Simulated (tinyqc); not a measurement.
Free-carrier optics of a doped semiconductor (Drude model with one polar phonon): one step. Coupled plasmon-phonon modes. Five cases, with inputs chosen for the exercise.

Question. Without damping eps = 0 gives E^4 - (wL^2 + Ep^2) E^2 + Ep^2 wT^2 = 0 with wL = wT sqrt(es/ei) (Lyddane-Sachs-Teller).

Give: wL; L-, L+.

Case 1.

Values chosen (out of a larger set: mass and dielectric values near those of GaN; N and mu are free inputs; interband absorption and the rise of the mass with filling are left out; not measured data): wT = 68.8 meV (TO phonon); es = 9.58 (static dielectric constant); ei = 5.46 (high-frequency dielectric constant).

Ep = 22.1838 meV

Answer.

wL = 91.13 meV

L-, L+ (meV): 16.53  92.33

L+ lies 1.19 meV above the larger of wL and Ep; L- lies below wT by 52.27 meV. The carrier damping, Gam = 33.0 meV, exceeds Ep here, so the plasmon-like mode is strongly broadened and mainly the phonon-like one would be seen.

Case 2.

Values chosen (out of a larger set: mass and dielectric values near those of GaP; N and mu are free inputs; interband absorption and the rise of the mass with filling are left out; not measured data): wT = 45.9 meV (TO phonon); es = 11.13 (static dielectric constant); ei = 9.04 (high-frequency dielectric constant).

Ep = 25.7170 meV

Answer.

wL = 50.93 meV

L-, L+ (meV): 22.52  52.42

L+ lies 1.49 meV above the larger of wL and Ep; L- lies below wT by 23.38 meV. The carrier damping, Gam = 49.8 meV, exceeds Ep here, so the plasmon-like mode is strongly broadened and mainly the phonon-like one would be seen.

Case 3.

Values chosen (out of a larger set: mass and dielectric values near those of GaAs; N and mu are free inputs; interband absorption and the rise of the mass with filling are left out; not measured data): wT = 32.9 meV (TO phonon); es = 13.42 (static dielectric constant); ei = 11.14 (high-frequency dielectric constant).

Ep = 46.8740 meV

Answer.

wL = 36.11 meV

L-, L+ (meV): 30.37  50.78

L+ lies 3.91 meV above the larger of wL and Ep; L- lies below wT by 2.53 meV.

Case 4.

Values chosen (out of a larger set: mass and dielectric values near those of GaAs; N and mu are free inputs; interband absorption and the rise of the mass with filling are left out; not measured data): wT = 33.3 meV (TO phonon); es = 12.41 (static dielectric constant); ei = 10.62 (high-frequency dielectric constant).

Ep = 86.5668 meV

Answer.

wL = 36.00 meV

L-, L+ (meV): 32.83  87.82

L+ lies 1.25 meV above the larger of wL and Ep; L- lies below wT by 0.47 meV.

Case 5.

Values chosen (out of a larger set: mass and dielectric values near those of SiC; N and mu are free inputs; interband absorption and the rise of the mass with filling are left out; not measured data): wT = 96.9 meV (TO phonon); es = 9.85 (static dielectric constant); ei = 6.59 (high-frequency dielectric constant).

Ep = 149.2712 meV

Answer.

wL = 118.47 meV

L-, L+ (meV): 84.74  170.69

L+ lies 21.42 meV above the larger of wL and Ep; L- lies below wT by 12.16 meV.

Computed by tinyqc, one run a case: `OMP_NUM_THREADS=1 python tinyqc.py N N+1 out.jsonl` with N = 1681696, 1681767, 1681866, 1682008, 1682035; one thread of a shared Intel(R) Xeon(R) Processor @ 2.30GHz, about 0.01 s a run at most.
